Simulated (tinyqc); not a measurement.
Standing waves and exposure in a photoresist film: one step. Interface coefficients. Two cases, with inputs chosen for the exercise.

Question. Form N1, r01, t01 and r12.

Normal incidence from air. Unexposed resist: N1 = n1 + i k1 with k1 = (A + B) lam/(4 pi), lam in micrometres. r01 = (1 - N1)/(1 + N1), t01 = 2/(1 + N1). Substrate Ns = ns + i ks: r12 = (N1 - Ns)/(N1 + Ns). With p = exp(2 pi i N1 d/lam), the field at depth z is E(z) = t01 [exp(2 pi i N1 z/lam) + r12 p^2 exp(-2 pi i N1 z/lam)]/(1 + r01 r12 p^2), the relative intensity I(z) = n1 |E(z)|^2 and the reflectance R = |(r01 + r12 p^2)/(1 + r01 r12 p^2)|^2.

Give: N1; r01; t01; r12; |r12|^2.

Case 1.

Values chosen (a resist on Si, indices near tabulated ones; shifted at random, so the results belong to these values and not to a real crystal): lam = 248 nm (vacuum wavelength); n1 = 1.757 (resist index); A = 0.05 1/micrometre (bleachable absorption (Dill A)); B = 0.87 1/micrometre (fixed absorption (Dill B)); d = 516 nm (resist thickness); ns = 1.576 (substrate n); ks = 3.525 (substrate k).

Answer.

N1 = 1.75700+0.01816i
r01 = -0.2746-0.0048i
t01 = 0.7254-0.0048i
r12 = -0.4996-0.5211i
|r12|^2 = 0.5211

Next to the bottom the intensity swings by a factor ((1 + |r12|)/(1 - |r12|))^2 = 38.3 between antinode and node.

Case 2.

Values chosen (a resist on W, indices near tabulated ones; shifted at random, so the results belong to these values and not to a real crystal): lam = 248 nm (vacuum wavelength); n1 = 1.738 (resist index); A = 0.02 1/micrometre (bleachable absorption (Dill A)); B = 1.06 1/micrometre (fixed absorption (Dill B)); d = 485 nm (resist thickness); ns = 3.368 (substrate n); ks = 2.88 (substrate k).

Answer.

N1 = 1.73800+0.02131i
r01 = -0.2696-0.0057i
t01 = 0.7304-0.0057i
r12 = -0.4818-0.2861i
|r12|^2 = 0.3140

Next to the bottom the intensity swings by a factor ((1 + |r12|)/(1 - |r12|))^2 = 12.6 between antinode and node.

Computed by tinyqc, one run a case: `OMP_NUM_THREADS=1 python tinyqc.py N N+1 out.jsonl` with N = 1652702, 1681038; one thread of a shared Intel(R) Xeon(R) Processor @ 2.30GHz, about 0.01 s a run at most.
